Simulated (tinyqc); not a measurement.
# Internal loss and injection efficiency from two cavity lengths

Problem. The differential efficiency of both facets obeys 1/eta_d = (1/eta)[1 + 2 ai Lc/ln(1/(R1 R2))]. Find eta and ai.

Parameters, values chosen for the exercise:
```
symbol,value,unit,meaning
R1,0.3,,front reflectance
R2,0.9,,back reflectance
```

differential efficiency at Lc = 1000 and 2500 um: [0.23699257, 0.11593159]

Answer. 1/eta_d is linear in Lc: the intercept is 1/eta, and slope over intercept is 2 ai/ln(1/(R1 R2)).

eta = 0.7800
ai = 15.00 1/cm

Program tinyqc, `OMP_NUM_THREADS=1 python tinyqc.py 2840129 2840130 out.jsonl`; Intel Xeon 2.30GHz, shared host, one thread, about 0.02 s.
